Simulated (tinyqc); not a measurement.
Composition and strain of an epitaxial Si(1-x)Ge(x) layer from Raman and X-ray peaks: one step, computed by the program tinyqc. Command: `OMP_NUM_THREADS=1 python tinyqc.py 3015340 3015341 out.jsonl epiraman walk`. One thread of a shared host (Intel(R) Xeon(R) Processor @ 2.30GHz), about 0.01 s of CPU time with the checks.

A (001) layer, biaxially strained in the plane. The Raman peaks follow empirical lines omega = w0 + c1 x + c3 x^3 + b eps (c3 for Si-Ge alone), with eps the in-plane strain.

Question. X-ray (004) reflection. Bragg angle theta = arcsin(2 lambda/a) for (004), for the substrate with a_sub and the layer with a_perp; separation in arc seconds.

Inputs (values chosen for the exercise, modelled on silicon-germanium): X-ray wavelength = 1.540598 angstrom.

Substrate: silicon.

substrate constant a_sub = 5.431 angstrom

a_perp = 5.533967 angstrom

Give: theta of the substrate; theta of the layer; separation, layer less substrate.

Answer.

theta of the substrate = 34.56 degree

theta of the layer = 33.83 degree

separation, layer less substrate = -2633 arcsec
